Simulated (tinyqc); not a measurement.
# MOS capacitor on a p-type substrate, surface potential from the exact charge relation: effect of the gate work function on threshold and swing

Uniform p-type substrate, Boltzmann statistics, full ionisation, classical densities. psi is the surface potential against the body (positive when the bands bend down) and u = psi/Vt. Traps are spread evenly over the gap and neutral at flat band, so their charge is -q Dit psi; the minority quasi-Fermi level is shifted by Vb.

ni = sqrt(Nc Nv) exp(-Eg/(2 Vt)), Eg in volts; phiF = Vt ln(N/ni); Cox = eps0 eox/tox; Vfb = phiM - chi - (Eg - Vt ln(Nv/N)) - q Nf/Cox; VT = Vfb + [(2 phiF + Vb)(1 + q Dit/Cox) + sqrt(2 eps0 eps_r q N (2 phiF + Vb))/Cox]. gamma = sqrt(2 eps0 eps_r q N)/Cox; Wm = sqrt(2 eps0 eps_r (2 phiF + Vb)/(q N)); m = 1 + (eps0 eps_r/Wm + q Dit)/Cox; swing m Vt ln 10; Cmin/Cox = 1/(1 + Cox Wm/(eps0 eps_r)).

Values chosen for this exercise; band and dielectric values close to those of In0.53Ga0.47As: temperature T = 293 K; band gap Eg = 0.735 eV; relative permittivity eps_r = 14.1; conduction-band density of states at T Nc = 2e17 cm^-3; valence-band density of states at T Nv = 7.44e18 cm^-3; electron affinity chi = 4.45 eV; acceptor density of the substrate N = 8.5e16 cm^-3; relative permittivity of the gate insulator (close to aluminium oxide) eox = 9.06; insulator thickness tox = 5.6 nm; fixed charge at the interface, in units of q Nf = -2.3e10 cm^-2; density of interface traps Dit = 0 cm^-2 eV^-1; reverse bias of the inversion layer against the body Vb = 0.7 V.

Constants: q = 1.602176634e-19 C, kB = 1.380649e-23 J/K, Vt = kB T/q, eps0 = 8.8541878128e-14 F/cm where lengths are in cm. Results are converted to the units shown.

The same in every row: 2 phiF (V) = 0.6005; gamma (V^0.5) = 0.1287; Wm (nm) = 154.4; m = 1.056; swing (mV/decade) = 61.42; Cmin/Cox = 0.05343.

Effect of the gate work function on threshold and swing:
```
phiM (eV)   Vfb (V)  VT (V)
4.45        -0.6195  0.8278
4.65        -0.4195   1.028
4.85        -0.2195   1.228
5.05       -0.01952   1.428
5.25         0.1805   1.628
5.45         0.3805   1.828
5.65         0.5805   2.028
```

What does the table show?

As phiM goes from 4.45 to 5.65, VT rises from 0.828 to 2.03 V, the swing stays at 61.4 mV/decade and Cmin/Cox stays at 0.0534. The whole change of VT is that of Vfb: the curve shifts rigidly.

Program tinyqc, `OMP_NUM_THREADS=1 python tinyqc.py 2060044 2060045 out.jsonl`; Intel Xeon 2.30GHz, shared host, one thread, about 0.01 s.
